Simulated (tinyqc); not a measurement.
Two-diode model of a solar cell: two steps of the calculation.

J is the current delivered and Vj = V + J Rs the junction voltage. J = X JL - J01 (exp(Vj/(n1 Vt)) - 1) - J02 (exp(Vj/(2 Vt)) - 1) - Vj/Rp. The photocurrent does not depend on voltage.

Parameters, values chosen for the exercise; values of the order met in cells of silicon:
```
symbol    value      unit                                              meaning
T        298.15         K                                          temperature
JL         38.2   mA/cm^2                              photocurrent at one sun
X            10      suns                                        concentration
J01     1.8e-13    A/cm^2                saturation current of the first diode
n1            1                             ideality factor of the first diode
Rs        0.096  ohm cm^2                                    series resistance
Rp        10000  ohm cm^2                                     shunt resistance
Pin         100   mW/cm^2                            incident power at one sun
J02      1.4e-8    A/cm^2  saturation current of the second diode (ideality 2)
```

Constants: q = 1.602176634e-19 C, kB = 1.380649e-23 J/K, Vt = kB T/q. Results are converted to the units shown.

Problem 1. New Vj. Open circuit: J(Vj) = 0. G = -dJ/dVj = J01 exp(Vj/(n1 Vt))/(n1 Vt) + J02 exp(Vj/(2 Vt))/(2 Vt) + 1/Rp. Vj(new) = Vj + J/G.

Vj after iteration 1 = 0.97682860 V

Wanted: J; G; Vj after iteration 2.

Solution 1.

J = -5.851e6 mA/cm^2
G = 2.277e5 S/cm^2
Vj after iteration 2 = 0.9511 V

Problem 2. Figures of merit. Jsc at V = 0, Voc at J = 0, the maximum power point where J (1 + 2 Rs G) = G Vj with G = -dJ/dVj; FF = Vmp Jmp/(Voc Jsc); efficiency Vmp Jmp/(X Pin). Empirical fill factor without parasitics FF0 = (v - ln(v + 0.72))/(v + 1), v = Voc/(n1 Vt).

Give: Jsc; Voc; Vmp; Jmp; FF; efficiency; FF0.

Solution 2.

Jsc = 382.00 mA/cm^2
Voc = 0.72787 V
Vmp = 0.60989 V
Jmp = 363.71 mA/cm^2
FF = 0.79780
efficiency = 22.182 %
FF0 = 0.85104

FF is 6.3 % below FF0. Removing one loss at a time changes the efficiency by: series resistance +1.28, second diode +0.23, shunt +0.00 points.

Computed by the program tinyqc: `OMP_NUM_THREADS=1 python tinyqc.py 2280123 2280124 out.jsonl`, one thread of a shared Intel Xeon 2.30GHz, about 0.02 s for the whole run.
